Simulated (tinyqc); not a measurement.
Kinetic Monte Carlo and master equation for a particle on a ring of sites with traps and bias. From one set of inputs to another, one input at a time. Computed by tinyqc, a small Python program. Command: `OMP_NUM_THREADS=1 python tinyqc.py 3017084 3017085 out.jsonl kmc ladder`. One thread of a shared host (Intel(R) Xeon(R) Processor @ 2.30GHz), about 0.01 s of CPU time with the checks.

6 sites on a ring, numbered 1 to 6. The saddle between i and i+1 lies at E0 + s b_i and site i at s eps_i; a force F tilts the landscape, with the saddle half-way.

The inputs printed are set A. Inputs not listed in the table keep their values of set A, so the rows need not describe a real material.

Inputs (values chosen for the exercise, for a model defect):

| quantity | value | unit |
|---|---|---|
| reference barrier E0 | 0.68 | eV |
| scale factor s of the disorder | 1 | - |
| attempt frequency nu | 2.7 | THz |
| temperature T | 460 | K |
| site spacing a | 2.3 | angstrom |
| force F along the ring | 0.026 | eV/angstrom |

Disorder: site traps.

site energies eps_i (eV): -0.091  0  -0.11  -0.097  -0.031  -0.1

saddle shifts b_i between sites i and i+1 (eV): 0  0  0  0  0  0

Constants: k_B = 8.617333262e-05 eV/K.

Method:
- Rates: k(i to i+1) = nu exp(-(E0 + s b_i - s eps_i - F a/2)/(k_B T)), k(i to i-1) = nu exp(-(E0 + s b_(i-1) - s eps_i + F a/2)/(k_B T)).
- Share right = k right/(k right + k left); mean stay = 1/(k right + k left).
- Master equation dP/dt = W P, W_(i+1,i) = k right, W_(i-1,i) = k left, columns summing to zero. The steady state is its null vector; drift v = a sum P_i (k right - k left). D = a^2 lambda''(0)/2, where lambda(q) is the leading eigenvalue of W with right hops weighted by exp(q) and left hops by exp(-q).
- The slowest relaxation rate is minus the real part of the next eigenvalue of W. 1 angstrom = 1e-8 cm.

Each row keeps all changes above it:

| input moved | from | to | drift velocity v (cm/s) | diffusivity D (cm^2/s) | slowest relaxation rate (1/s) |
|---|---|---|---|---|---|
| set A | - | - | 4.116e-04 | 8.796e-12 | 1.625e+04 |
| site spacing a (angstrom) | 2.3 | 3.8 | 1.310e-03 | 3.806e-11 | 2.552e+04 |
| temperature T (K) | 460 | 320 | 4.478e-07 | 1.332e-14 | 8.562e+00 |
| reference barrier E0 (eV) | 0.68 | 0.35 | 7.053e-02 | 2.098e-09 | 1.348e+06 |
| force F along the ring (eV/angstrom) | 0.026 | 0.0092 | 1.638e-02 | 6.697e-10 | 4.464e+05 |
| attempt frequency nu (THz) | 2.7 | 2.6 | 1.577e-02 | 6.449e-10 | 4.299e+05 |

Which inputs carry the difference?

Drift velocity v goes from 4.12e-4 to 0.0158, a factor 38.3 in all. The largest single move comes from reference barrier E0 (a factor 157000), and temperature T works against it (a factor 3.42e-4). Diffusivity D goes from 8.80e-12 to 6.45e-10, a factor 73.3 in all. The largest single move comes from reference barrier E0 (a factor 157000), and temperature T works against it (a factor 3.50e-4). Slowest relaxation rate goes from 16200 to 430000, a factor 26.5 in all. The largest single move comes from reference barrier E0 (a factor 157000), and temperature T works against it (a factor 3.35e-4). The single moves hold for this order of the switches; the total does not depend on the order.

Extremes, crossings and ranges named in words are read from the listed rows.
